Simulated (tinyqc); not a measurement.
From results back to parameters: two-dimensional electron gas with Rashba and Dresselhaus coupling. Three cases, with inputs chosen for the exercise.

Problem. For pure Rashba coupling above the band crossing, k_outer - k_inner = al m/c with c = hbar^2/2m0, and each branch holds k^2/(4 pi) electrons per area. Beating of Shubnikov-de Haas oscillations gives the two densities; those below come from a hidden al (1e11/cm^2 = 1e-5/angstrom^2).

Constants: hbar^2/2m0 = 3.80998211 eV angstrom^2.

Find: k_outer, k_inner; al.

Method. k = sqrt(4 pi n) for each branch, and al = c (k_outer - k_inner)/m.

Case 1.

Values chosen (out of a larger set: of the size met in InGaAs; not measured data): m = 0.0425 m0 (mass).

densities (1e11/cm^2): outer 7.421050, inner 6.578950

Solution.

k_outer, k_inner (1/angstrom): 0.03054  0.02875

al = 0.160 eV angstrom

Case 2.

Values chosen (out of a larger set: of the size met in InSb; not measured data): m = 0.0141 m0 (mass).

densities (1e11/cm^2): outer 4.642020, inner 3.957980

Solution.

k_outer, k_inner (1/angstrom): 0.02415  0.02230

al = 0.500 eV angstrom

Case 3.

Values chosen (out of a larger set: of the size met in GaN; not measured data): m = 0.23 m0 (mass).

densities (1e11/cm^2): outer 1.167324, inner 1.132676

Solution.

k_outer, k_inner (1/angstrom): 0.01211  0.01193

al = 0.00300 eV angstrom

Computed by tinyqc, one run a case: `OMP_NUM_THREADS=1 python tinyqc.py N N+1 out.jsonl` with N = 1450321, 1450382, 1450412; one thread of a shared Intel(R) Xeon(R) Processor @ 2.30GHz, about 0.01 s a run at most.
